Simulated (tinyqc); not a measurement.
Inside a calculation. Method: Hubbard chain of 2 sites. Computed by tinyqc, a small Python program that keeps every step. Settings: hopping = 1.98, U = 6.0, mixing = 0.2, iteration cap = 80. Command: `OMP_NUM_THREADS=1 python tinyqc.py 21411 21412 out.jsonl` (the two numbers bound the seeds that draw the settings). One thread of a shared host (Intel(R) Xeon(R) Processor @ 2.60GHz), about 0.2 s of CPU time with the checks.

one-body matrix (hopping and site energies) (eV):
```
,1,2
1,0.000000,-1.980000
2,-1.980000,0.000000
```

U = 6.000000 eV

electrons, up and down: 1  1

n(up) at the start (a guess, not normalised): 1 0.950000, 2 0.050000

n(down) at the start (a guess): 1 0.050000, 2 0.950000

Each step fills the lowest levels of T + U n(other spin) and sets n(new) = n + mixing (n(out) - n); stop when output and input agree to 1e-8.

Course of the cycle:
```
iteration,E (eV),largest |n(out) - n(in)|,mean |n_up - n_down|
1,-1.29266716,4.68e-02,0.806405
2,-1.29579797,4.04e-02,0.800419
3,-1.29822891,3.50e-02,0.795046
4,-1.30011761,3.04e-02,0.790235
5,-1.30158613,2.65e-02,0.785933
6,-1.30272890,2.31e-02,0.782093
7,-1.30361894,2.02e-02,0.778667
8,-1.30431272,1.77e-02,0.775615
9,-1.30485397,1.55e-02,0.772898
10,-1.30527656,1.36e-02,0.770479
11,-1.30560675,1.20e-02,0.768328
...,...,...,...
70,-1.30680000,9.49e-06,0.751280
71,-1.30680000,8.42e-06,0.751279
72,-1.30680000,7.47e-06,0.751277
73,-1.30680000,6.63e-06,0.751276
74,-1.30680000,5.88e-06,0.751275
75,-1.30680000,5.22e-06,0.751274
76,-1.30680000,4.63e-06,0.751273
77,-1.30680000,4.11e-06,0.751272
78,-1.30680000,3.64e-06,0.751271
79,-1.30680000,3.23e-06,0.751271
80,-1.30680000,2.87e-06,0.751270
```

Can the last value be used, and what does the course show?

Not by the stop rule, although the second column moves by less than 1e-07 over the last three steps. Not converged within 80 iterations: the residual falls steadily but slowly, by a factor of about 0.89 a step. The lowest mean-field energy found from random starts is -1.30680 eV. Reruns (cap 100 unless said): mixing 0.5: converged in 47 (E = -1.30680); mixing 0.9: converged in 23 (E = -1.30680); the original settings with a cap of 400: converged in 128 (E = -1.30680).
